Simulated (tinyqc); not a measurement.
Interface traps from C-V curves, high-low and Terman methods: two steps of the calculation.

MOS capacitor on an n-type substrate; psi is the band bending, negative in depletion; only majority carriers are counted. At the bending psi the Fermi level lies y = xi - psi below the conduction edge at the surface, xi = Vt ln(Nc/Nd). Dit(y) = D0 + D1 exp(-y/E1); traps fill up to the Fermi level, follow the bias and a slow signal, and do not follow a fast one. V is the gate voltage from flat band.

Values chosen for this exercise; band and dielectric values close to those of In0.53Ga0.47As:
```
symbol    value         unit                                   meaning
T           300            K                               temperature
eps_r      13.6                                  relative permittivity
Nc      2.13e17        cm^-3    conduction-band density of states at T
Nd       2.8e15        cm^-3                             donor density
EOT          28           nm                equivalent oxide thickness
D0         2e11  cm^-2 eV^-1       trap density far from the band edge
D1       7.4e12  cm^-2 eV^-1  band-tail density at the conduction edge
E1         0.16           eV                  decay energy of the tail
n             7                                                 points
pa        -0.33            V                      deepest band bending
pb       -0.039            V                   shallowest band bending
```

Constants: q = 1.602176634e-19 C, kB = 1.380649e-23 J/K, Vt = kB T/q, eps0 = 8.8541878128e-14 F/cm where lengths are in cm. Results are converted to the units shown.

Task 1. The curves. Cox = 3.9 eps0/EOT, LD = sqrt(eps0 eps_r Vt/(q Nd)), u = psi/Vt, Cd = (eps0 eps_r/(sqrt(2) LD)) |exp(u) - 1|/sqrt(exp(u) - u - 1). Ideal V0 = psi - sqrt(2) (eps0 eps_r Vt/LD) sqrt(exp(u) - u - 1)/Cox for psi < 0; the traps add dV = (q/Cox) times the integral of Dit from 0 to psi = (q/Cox) [D0 psi + D1 E1 exp(-xi/E1) (exp(psi/E1) - 1)]. 1/C_HF = 1/Cox + 1/Cd, 1/C_LF = 1/Cox + 1/(Cd + q Dit). Take n equally spaced psi from pa to pb.

Find: psi; y; Dit; V0; V; C_HF; C_LF; Cox.

Result 1.

```
point   psi (V)   y (eV)  Dit (cm^-2 eV^-1)    V0 (V)    V (V)  C_HF (nF/cm^2)  C_LF (nF/cm^2)
0      -0.33000  0.44198          6.6724e11  -0.47699  -1.2295          24.001          64.835
1      -0.28150  0.39348          8.3268e11  -0.41626  -1.1218          25.724          70.742
2      -0.23300  0.34498          1.0567e12  -0.35431  -1.0007          27.929          77.060
3      -0.18450  0.29648          1.3601e12  -0.29067  -0.8614          30.898          83.559
4      -0.13600  0.24798          1.7708e12  -0.22451  -0.6973          35.186          89.992
5      -0.08750  0.19948          2.3270e12  -0.15414  -0.4987          41.917          96.150
6      -0.03900  0.15098          3.0801e12  -0.07561  -0.2510          53.077          101.90
```

Cox = 123.33 nF/cm^2

At the deepest bending the traps stretch the gate voltage from -0.477 to -1.23 V.

Task 2. High-low extraction. q Dit = (1/C_LF - 1/Cox)^(-1) - (1/C_HF - 1/Cox)^(-1) at each point.

```
point  C_HF (nF/cm^2)  C_LF (nF/cm^2)
0           24.000733       64.835485
1           25.723956       70.742448
2           27.928568       77.059778
3           30.897510       83.558678
4           35.185914       89.992319
5           41.916619       96.149768
6           53.077301       101.90457
```

Cox = 123.32619 nF/cm^2

Find: Dit by high-low.

Result 2.

Dit by high-low, point 0 to 6 (cm^-2 eV^-1): 6.6724e11  8.3268e11  1.0567e12  1.3601e12  1.7708e12  2.3270e12  3.0801e12

Range of the model: In a narrow-gap semiconductor minority carriers respond as well once the bending nears the inversion point; they are left out.

Computed by the program tinyqc: `OMP_NUM_THREADS=1 python tinyqc.py 2030084 2030085 out.jsonl`, one thread of a shared Intel Xeon 2.30GHz, about 0.01 s for the whole run.
